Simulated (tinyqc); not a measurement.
Inside a calculation: linear model of a band gap against the share of exact exchange. Values are carried at full precision from step to step, so a last printed digit may differ when a step is redone from the rounded ones.

E(alpha) = E0 + S alpha. A wider gap screens less, modelled in the Penn form eps(alpha) = 1 + (e0 - 1)(EP/(EP + S alpha))^2 with a scale EP chosen for the exercise. A dielectric-dependent hybrid takes alpha = 1/eps.

Values chosen for the exercise (of the order of those of diamond; the results hold for these values, not for the real material):

| symbol | value | unit | meaning |
|---|---|---|---|
| E0 | 4.15 | eV | gap of the semi-local functional |
| S | 6.92 | eV | slope dE/d(alpha) |
| e0 | 6.04 |  | optical dielectric constant at alpha = 0 |
| EP | 28.6 | eV | energy scale of the screening |
| Et | 5.42 | eV | target gap |
| a_start | 0.1 |  | starting alpha |
| fv | 0.76 |  | share of the opening taken by the valence edge |
| Ed | 2.2 | eV | defect level above the semi-local valence top |
| cd | -0.3 |  | shift of the level per unit opening, on the scale of the mean potential |

## Fixed shares

Gap, error against the target and eps for alpha = 0, 0.25 and 1/e0; and the alpha that meets the target, (Et - E0)/S.

Results:

| alpha | E (eV) | E - Et (eV) | eps |
|---|---|---|---|
| 0.0000 | 4.150 | -1.270 | 6.040 |
| 0.2500 | 5.880 | 0.460 | 5.481 |
| 0.1656 | 5.296 | -0.124 | 5.659 |

alpha for the target = 0.1835

A quarter of exact exchange overshoots the target by 0.46 eV: the material needs 0.184, and 1/e0 = 0.166 lies closer to it than 0.25 does.

## Self-consistent share

Iterate alpha -> 1/eps(alpha) seven times from a_start. The fixed point solves alpha eps(alpha) = 1; the contraction factor there is 2 (eps - 1) S/((EP + S alpha) eps^2).

Iterates:

| step | alpha | eps | E (eV) |
|---|---|---|---|
| 0 | 0.10000 | 5.8047 | 4.8420 |
| 1 | 0.17227 | 5.6447 | 5.3421 |
| 2 | 0.17716 | 5.6342 | 5.3759 |
| 3 | 0.17749 | 5.6335 | 5.3782 |
| 4 | 0.17751 | 5.6334 | 5.3784 |
| 5 | 0.17751 | 5.6334 | 5.3784 |
| 6 | 0.17751 | 5.6334 | 5.3784 |
| 7 | 0.17751 | 5.6334 | 5.3784 |

fixed point = 0.17751
contraction factor = 0.0677

The factor is positive, so the iterates approach from one side, the error shrinking to 0.07 of itself each step; the gap is within 0.01 eV of its limit from step 2. Self-consistency moves the gap by +0.083 eV against the one-shot choice 1/e0, since a wider gap screens less.

## Band edges and a deep level

The opening c = S alpha lowers the valence top by fv c and raises the conduction edge by (1 - fv) c, both against the mean potential; the level moves by cd c. Use the fixed point. Compare with stretching the level in proportion to the gap and with pinning it to either edge.

opening c = 1.228 eV

shifts of the valence and conduction edges (eV): -0.934  0.295

level above the valence top = 2.765 eV
level below the conduction edge = 2.613 eV

level above the valence top: stretched, tied to the valence edge, tied to the conduction edge (eV): 2.851  2.200  3.428

The three recipes err by +0.09, -0.57 and +0.66 eV against alignment through the mean potential. With cd = -0.3 the level moves with the valence edge, by 0.39 times as much as that edge.

## Checks

- Fixed point by bisection against 60 substitutions: both 0.17751.

tinyqc: `OMP_NUM_THREADS=1 python tinyqc.py 1881190 1881191 out.jsonl`; about 0.01 s, one thread, shared Intel(R) Xeon(R) Processor @ 2.30GHz.
